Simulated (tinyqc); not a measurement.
# Undoped symmetric double-gate MOSFET, analytic potential model: what changes with what

An undoped body of thickness ts between two equal insulators and tied gates; long channel, electrons only, n = ni exp((psi - V)/Vt) with V the quasi-Fermi potential (0 at the source, Vd at the drain), constant mobility, no quantisation. Across the body psi(x) = V - 2 Vt ln[(ts/(2 beta)) sqrt(q ni/(2 eps0 eps_r Vt)) cos(2 beta x/ts)], x from the centre. Q is the electron charge per area of the whole body.

Values chosen for this exercise; material values close to those of silicon: temperature T = 300 K; band gap Eg = 1.12 eV; relative permittivity of the semiconductor eps_r = 11.6; conduction-band density of states at T Nc = 2.81e19 cm^-3; valence-band density of states at T Nv = 2.61e19 cm^-3; relative permittivity of the gate insulator eox = 25.9; insulator thickness tox = 6.2 nm; body thickness ts = 6 nm; gate work function less that of the intrinsic body dphi = -0.16 V; channel mobility mu = 590 cm^2/(V s); gate length L = 2 um; drain voltage Vd = 0.8 V.

Constants: q = 1.602176634e-19 C, kB = 1.380649e-23 J/K, Vt = kB T/q, eps0 = 8.8541878128e-14 F/cm where lengths are in cm. Results are converted to the units shown.

Each table varies one quantity; the others keep the values above.

## Transfer curve and volume inversion

ni = sqrt(Nc Nv) exp(-Eg/(2 Vt)), Eg in volts; r = eps_r tox/(eox ts); V0 = dphi + 2 Vt ln[(2/ts) sqrt(2 eps0 eps_r Vt/(q ni))]. beta (between 0 and pi/2) solves (Vg - V0 - V)/(2 Vt) = ln(beta) - ln(cos beta) + 2 r beta tan(beta). Q = 8 eps0 eps_r Vt beta tan(beta)/ts; I = mu (1/L)(4 eps0 eps_r/ts)(2 Vt)^2 [g(beta_s) - g(beta_d)] per width, g = beta tan(beta) - beta^2/2 + r beta^2 tan^2(beta), with beta_s at V = 0 and beta_d at V = Vd. The drop is psi(surface) - psi(centre) at the source end; C = dQs/dVg, Cg = 2 eps0 eox/tox; gm = dI/dVg.

Transfer curve and volume inversion:
```
Vg (V),Qs (nC/cm^2),drop (mV),C/Cg,I (uA/um),gm/I (1/V)
0.05,0.003434,2.507e-4,1.796e-5,2.619e-5,38.68
0.14,0.1115,0.008144,5.827e-4,8.509e-4,38.67
0.22,2.422,0.1767,0.01245,0.01863,38.35
0.31,54.52,3.881,0.2063,0.4955,32.46
0.4,311.2,19.77,0.5338,4.861,18.88
0.49,725.7,39.30,0.6927,18.39,11.64
0.57,1160,54.62,0.7703,40.56,8.440
0.66,1693,69.02,0.8245,78.36,6.373
0.75,2254,80.96,0.8597,130.7,5.088
```

The current rises from 2.62e-5 to 131 uA/um. In the first row gm/I is 38.7 1/V, within 0.01 % of 1/Vt: with no depletion charge the whole body follows the gate, and the swing is ideal. The drop between surface and centre goes from 2.5e-4 to 81.0 mV and passes Vt at Vg = 0.49 V among the rows; below that the density varies across the body by less than a factor of e (volume inversion). C reaches 0.86 of Cg in the last row. For Vg = 0.49 to 0.75 V the surface density at the source passes 0.3 Nc, where Boltzmann statistics fail. In every row the body is thin enough for quantum confinement, left out here, to raise the threshold.

## Output curve

Same model as above.

In this table Vg = 1 V.

Results:
```
Vd (V),Qd (nC/cm^2),Qd/Qs,I (uA/um)
0.13,3031.9,0.77757,132.84
0.24,2317.8,0.59444,219.58
0.47,937.34,0.24039,328.83
0.58,393.63,0.10095,350.08
0.7,40.777,0.010458,356.66
0.81,0.76792,1.9694e-4,357.01
0.93,0.0074431,1.9089e-6,357.02
1.04,1.0565e-4,2.7095e-8,357.02
```

Estimate the missing row, Vd = 0.36 V.

Computed row:
```
Vd (V),Qd (nC/cm^2),Qd/Qs,I (uA/um)
0.36,1571.5,0.40302,288.29
```

With this row back in the table: The current rises from 133 to 357 uA/um, while the charge at the drain end falls from 0.78 to 2.7e-8 of that at the source. The current first comes within 1 % of its last value at Vd = 0.7 V among the rows. Over the last rows Qd falls by a factor of e for each Vt of drain voltage: the drain end is in weak inversion. In every row the surface density at the source passes 0.3 Nc, where Boltzmann statistics fail. In every row the body is thin enough for quantum confinement, left out here, to raise the threshold.

## Effect of the gate work function less that of the intrinsic body

Q = 8 eps0 eps_r Vt beta tan(beta)/ts; I = mu (1/L)(4 eps0 eps_r/ts)(2 Vt)^2 [g(beta_s) - g(beta_d)] per width, g = beta tan(beta) - beta^2/2 + r beta^2 tan^2(beta), with beta_s at V = 0 and beta_d at V = Vd.  I(low) is taken at Vg = 0.1 V, Qs and I(high) at Vg = 0.85 V.

Result of one run:
```
dphi (V),V0 (V),I(low) (nA/um),Qs(high) (nC/cm^2),I(high) (uA/um)
-0.16,0.34842,0.18115,2900.5,206.68
```

What becomes of these results when the gate work function less that of the intrinsic body dphi is changed from -0.16 to -0.26 V, all else the same?

Result of the changed run:
```
dphi (V),V0 (V),I(low) (nA/um),Qs(high) (nC/cm^2),I(high) (uA/um)
-0.26,0.24842,8.6348,3563.2,301.99
```

The whole series:
```
dphi (V),V0 (V),I(low) (nA/um),Qs(high) (nC/cm^2),I(high) (uA/um)
-0.31,0.19842,58.385,3899.2,357.01
-0.26,0.24842,8.6348,3563.2,301.99
-0.21,0.29842,1.2525,3230.1,251.89
-0.16,0.34842,0.18115,2900.5,206.68
-0.11,0.39842,0.026188,2574.9,166.31
-0.06,0.44842,0.0037857,2254.1,130.70
-0.01,0.49842,5.4725e-4,1939.3,99.779
```

As dphi goes from -0.31 to -0.01 V, I(low) falls from 58.4 to 5.47e-4 nA/um and I(high) falls from 357 to 99.8 uA/um. V0 rises from 0.198 to 0.498 V. In every row the surface density at the source at the higher gate voltage passes 0.3 Nc, where Boltzmann statistics fail. In every row the body is thin enough for quantum confinement, left out here, to raise the threshold.

Numbers from tinyqc (`OMP_NUM_THREADS=1 python tinyqc.py 2440093 2440094 out.jsonl`; about 0.01 s on one thread of a shared Intel Xeon 2.30GHz).
